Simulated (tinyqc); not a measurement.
Inside a calculation. Model: ballistic Schottky-barrier transistor with a one-dimensional channel, WKB contacts.

Program tinyqc, `OMP_NUM_THREADS=1 python tinyqc.py 2390103 2390104 out.jsonl`; Intel Xeon 2.30GHz, shared host, one thread, about 0.07 s. Printed values are rounded.

Source Fermi level 0, drain Fermi level -Vd. Far from the contacts Ec = pn - psi, and the gate moves psi one to one; the band edges relax as exp(-x/lam) from pn at the source and pn - Vd at the drain; Ev = Ec - Eg. A carrier of energy w inside the channel band meets at a contact a barrier of height D (the contact edge beyond the channel edge): T = 1 for w >= D, else exp(-S), S = 4 lam sqrt(m/C) [sqrt(D - w) - sqrt(w) arctan sqrt((D - w)/w)], C = hbar^2/(2 m0). The two contacts combine as Ts Td/(Ts + Td - Ts Td).

Parameters, values chosen for the exercise; channel values close to those of a germanium nanowire: temperature T = 350 K; band gap Eg = 0.66 eV; barrier for electrons at both contacts pn = 0.52 eV; electron mass mn = 0.12 m0; hole mass mp = 0.15 m0; valleys or subbands g = 2; screening length at the contacts lam = 2.7 nm; drain bias Vd = 0.05 V; band shift psi of the channel by the gate ps = 0.3 V; energy of one carrier inside the channel band w0 = 0.073 eV; upper end of the grid wm = 0.51 eV; points of the grid nE = 17.

Constants: q = 1.602176634e-19 C, kB = 1.380649e-23 J/K, hbar = 1.054571817e-34 J s, h = 6.62607015e-34 J s, m0 = 9.1093837015e-31 kg, Vt = kB T/q, hbar^2/(2 m0) = 0.0380998212 eV nm^2. Results are converted to the units shown.

Range of the model: No scattering, image-force lowering, channel charge or band-to-band tunnelling; parabolic kappa overstates S deep in the gap.

## Band edges and barriers

Electrons: Ds = psi, Dd = psi - Vd, Es = Ec, Ed = Ec + Vd. Holes: Ds = -psi, Dd = Vd - psi, Es = -Ev, Ed = -Ev - Vd. The size of each current is taken; both flow from drain to source and add.

Ec = 0.22 eV
Ev = -0.44 eV
D for electrons (eV): source 0.300000, drain 0.250000
D for holes (eV): source -0.300000, drain -0.250000

A negative D is no barrier. Here the electrons carry the larger current.

## Transmission of one of the electrons

S and T at both contacts for w = w0, and the tunnelling distance lam ln(D/w) at the higher barrier.

S at the source = 3.66891
S at the drain = 2.88559
combined T = 0.0178179
tunnelling distance = 3.81597 nm

## Current of the electrons on a coarse grid

I = g (2 q^2/h) int T(w) [f(Es + w) - f(Ed + w)] dw, f(y) = 1/(1 + exp(y/Vt)). Electrons: Ds = psi, Dd = psi - Vd, Es = Ec, Ed = Ec + Vd. Holes: Ds = -psi, Dd = Vd - psi, Es = -Ev, Ed = -Ev - Vd. The size of each current is taken; both flow from drain to source and add. Simpson's rule on nE equally spaced w from 0 to wm.

```
point    w (eV)          Ts          Td           T  size of the supply difference
0      0.000000  2.75869e-5  6.88574e-5  1.96964e-5                     5.49507e-4
1      0.031875  0.00339400  0.00801906  0.00239040                     1.91083e-4
2      0.063750   0.0177209   0.0394847   0.0123829                     6.64235e-5
3      0.095625   0.0544456    0.113869   0.0382424                     2.30871e-5
4      0.127500    0.126167    0.246194   0.0910098                     8.02416e-6
5      0.159375    0.242397    0.437723    0.184843                     2.78884e-6
6      0.191250    0.404533    0.667918    0.336794                     9.69270e-7
7      0.223125    0.601274    0.888913    0.559251                     3.36872e-7
8      0.255000    0.805206           1    0.805206                     1.17081e-7
9      0.286875    0.967928           1    0.967928                     4.06917e-8
10     0.318750           1           1           1                     1.41425e-8
11     0.350625           1           1           1                     4.91526e-9
12     0.382500           1           1           1                     1.70831e-9
13     0.414375           1           1           1                    5.93727e-10
14     0.446250           1           1           1                    2.06351e-10
15     0.478125           1           1           1                    7.17178e-11
16     0.510000           1           1           1                    2.49257e-11
```

current = 2.03242e-5 uA

A converged quadrature gives 2.031e-5 uA; this grid is 0.050 % above that. 0.606 % of it passes over both barriers, the rest tunnels. The other carrier adds 9.16e-6 uA.
